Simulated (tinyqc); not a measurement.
Leakage currents through a thin dielectric: one step, computed by the program tinyqc.

Electrons leave an electrode with Fermi energy E_F above its band bottom; barriers are counted from the Fermi level, and both electrodes are alike. They cross the interlayer first.

Question. Transmission at the Fermi level. Fields: F_i = V/(t_i + t k_i/k), F = F_i k_i/k; equivalent oxide thickness 3.9 (t/k + t_i/k_i). WKB: a layer of mass m, field F and barrier b(x) = b_0 - e F x gives the exponent (4 sqrt(2 m)/(3 hbar e F)) [b_0^(3/2) - max(b_0 - e F t, 0)^(3/2)] for b_0 > 0; b_0 = barrier - (E - E_F), less e F_i t_i for the second layer; the transmission is D(E) = exp(-sum of exponents), without image force.

Inputs (values chosen for the exercise, modelled on Ta2O5):

| quantity | value | unit |
|---|---|---|
| barrier height phi_B | 0.787 | eV |
| tunnelling mass m | 0.34 | m_0 |
| static permittivity k | 25.6 | - |
| thickness t | 2.4 | nm |
| voltage V | 0.53 | V |
| interlayer thickness t_i | 0.87 | nm |
| interlayer barrier phi_i | 3.18 | eV |
| interlayer mass m_i | 0.39 | m_0 |
| interlayer permittivity k_i | 3.6 | - |

Stack: dielectric on an interlayer.

Constants: m_0 = 9.1093837015e-31 kg; e = 1.602176634e-19 C; hbar = 1.054571817e-34 J s.

Give: exponent of the interlayer; exponent of the dielectric; transmission D(E_F).

Answer.

exponent of the interlayer = 9.6231

exponent of the dielectric = 8.2331

transmission D(E_F) = 1.7586e-08
